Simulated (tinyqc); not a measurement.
Three-band tight binding of a dichalcogenide monolayer: sweeps and comparisons. A value that a table varies takes the place of the one given here.

Basis dz2, dxy, dx2-y2 on a triangular lattice, nearest neighbours; alpha = kx a/2, beta = sqrt3 ky a/2. h0 = e1 + 2 t0 (cos 2alpha + 2 cos alpha cos beta); h1 = -2 sqrt3 t2 sin alpha sin beta + 2i t1 (sin 2alpha + sin alpha cos beta); h2 = 2 t2 (cos 2alpha - cos alpha cos beta) + 2i sqrt3 t1 cos alpha sin beta; h11 = e2 + 2 t11 cos 2alpha + (t11 + 3 t22) cos alpha cos beta; h22 = e2 + 2 t22 cos 2alpha + (3 t11 + t22) cos alpha cos beta; h12 = sqrt3 (t22 - t11) sin alpha sin beta + 4i t12 sin alpha (cos alpha - cos beta) + i lam sz. H = [[h0, h1, h2], [., h11, h12], [., ., h22]], Hermitian; the lowest band of each spin is filled. K = (4 pi/3a, 0), M = (pi/a, pi/(sqrt3 a)).

Constants: hbar^2/2m0 = 3.80998211 eV angstrom^2.

Parameters, chosen for this exercise (near a published set for monolayer WSe2; shifted at random, so the results belong to these values and not to a real crystal): a = 3.333 angstrom (lattice constant); e1 = 0.937 eV (level of dz2); e2 = 2.174 eV (level of dxy and dx2-y2); t0 = -0.209 eV (hopping); t1 = 0.453 eV (hopping); t2 = 0.481 eV (hopping); t11 = 0.261 eV (hopping); t12 = 0.324 eV (hopping); t22 = 0.034 eV (hopping); lam = 0.227 eV (spin-orbit constant).

## Three bands against the two-band Dirac model at K

Masses from central differences along kx with step 0.002 1/angstrom, c = hbar^2/2m0; Berry curvature of the valence band from a counter-clockwise plaquette of side 0.001 1/angstrom, Omega = -arg(product of overlaps)/area. Two-band model: coupling A = (3 a/(2 sqrt2))(t1 + sqrt3 t2) between valence and conduction states, mass c G/A^2 for both, Omega_v = 2 A^2/G^2. sz = 0 drops the spin-orbit term.

At K:

| sz | G (eV) | m_c (m0) | m_v (m0) | two-band mass | Omega_v (angstrom^2) | two-band Omega |
|---|---|---|---|---|---|---|
| 1 | 1.2891 | 0.289 | 0.364 | 0.238 | 24.653 | 24.881 |
| 0 | 1.5161 | 0.349 | 0.475 | 0.279 | 17.818 | 17.988 |
| -1 | 1.7431 | 0.412 | 0.614 | 0.321 | 13.476 | 13.608 |

A = 4.5467 eV angstrom

Without spin-orbit coupling the electron mass is 0.349 and the hole mass 0.475, against 0.279 for both in the two-band model: the third band and the curvature of the diagonal terms break the symmetry. The Berry curvature is -0.9 % from the two-band value. The smaller gap (sz = +1) has the larger curvature, by a factor 1.83.

## All hoppings scaled

The six hoppings are multiplied by f; e1, e2 and lam stay (real strain also moves e1 and e2, so this is no model of it). Closed forms: Ev(K) = e2 - (3/2)(t11 + t22) - 3 sqrt3 t12 + lam, Ec(K) = e1 - 3 t0, Ev(Gamma) = e1 + 6 t0.

Gaps (eV):

| f | direct gap at K | Ev(K) - Ev(Gamma) | Ec(K) - top of valence band |
|---|---|---|---|
| 0.85 | 0.8761 | 0.7228 | 0.8761 |
| 0.90 | 1.0137 | 0.6792 | 1.0137 |
| 0.94 | 1.1239 | 0.6443 | 1.1239 |
| 0.97 | 1.2065 | 0.6181 | 1.2065 |
| 1.00 | 1.2891 | 0.5919 | 1.2891 |
| 1.03 | 1.3716 | 0.5658 | 1.3716 |
| 1.06 | 1.4542 | 0.5396 | 1.4542 |
| 1.10 | 1.5644 | 0.5047 | 1.5644 |

The direct gap changes by +27.5 meV for each per cent of f. The top of the valence band stays at K over the range.

## What each parameter does

Spin up: gap at K, Ev(K) - Ev(Gamma), and masses at K by central differences along kx with step 0.002 1/angstrom, c = hbar^2/2m0. Each row changes one parameter from the base and keeps the others.

Results:

| case | gap at K (eV) | K - Gamma (eV) | m_c (m0) | m_v (m0) |
|---|---|---|---|---|
| base | 1.2891 | 0.5919 | 0.289 | 0.364 |
| t12 = 0.294 eV | 1.1332 | 0.7478 | 0.249 | 0.290 |
| lam = 0.257 eV | 1.2591 | 0.6219 | 0.281 | 0.351 |
| e2 = 2.204 eV | 1.2591 | 0.6219 | 0.280 | 0.351 |
| t22 = 0.004 eV | 1.2441 | 0.6369 | 0.276 | 0.338 |
| t2 = 0.511 eV | 1.2891 | 0.5919 | 0.269 | 0.323 |
| t1 = 0.423 eV | 1.2891 | 0.5919 | 0.311 | 0.392 |

The largest shifts from the base row, up to three for each result and ties (the steps differ in size, so this ranks the rows, not the parameters). gap at K (eV): t12 -0.1559, t22 -0.0450, e2 -0.0300, lam -0.0300; unchanged at the printed digits by t2 and t1. K - Gamma (eV): t12 +0.1559, t22 +0.0450, e2 +0.0300, lam +0.0300; unchanged at the printed digits by t2 and t1. m_c (m0): t12 -0.040, t1 +0.022, t2 -0.020. m_v (m0): t12 -0.074, t2 -0.041, t1 +0.028. t2 and t1 couple dz2 to the other orbitals and vanish at K and Gamma, so only the masses feel them.

(tinyqc, `OMP_NUM_THREADS=1 python tinyqc.py 1480461 1480462 out.jsonl`, Intel(R) Xeon(R) Processor @ 2.30GHz, 1 thread, shared host, about 0.01 s.)
